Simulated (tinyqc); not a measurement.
Tight binding, dimerised chain, step by step. One step of it, computed by the program tinyqc.

Problem. Open chain of 4 cells. The same hoppings without the wrap-around bond.

H of the open chain (eV), lower triangle:
```
           1          2          3          4          5          6          7         8
1   0.000000
2  -1.730000   0.000000
3   0.000000  -1.000000   0.000000
4   0.000000   0.000000  -1.730000   0.000000
5   0.000000   0.000000   0.000000  -1.000000   0.000000
6   0.000000   0.000000   0.000000   0.000000  -1.730000   0.000000
7   0.000000   0.000000   0.000000   0.000000   0.000000  -1.000000   0.000000
8   0.000000   0.000000   0.000000   0.000000   0.000000   0.000000  -1.730000  0.000000
```

Give: levels; weights of the highest filled level on the sites.

Solution.

levels (eV): -2.5864  -2.1800  -1.5917  -0.9981  0.9981  1.5917  2.1800  2.5864

weights of the highest filled level on the sites: 0.1365  0.0454  0.1818  0.1363  0.1363  0.1818  0.0454  0.1365

The bulk gap runs from -0.7300 to 0.7300 eV; no level of this chain lies inside it.
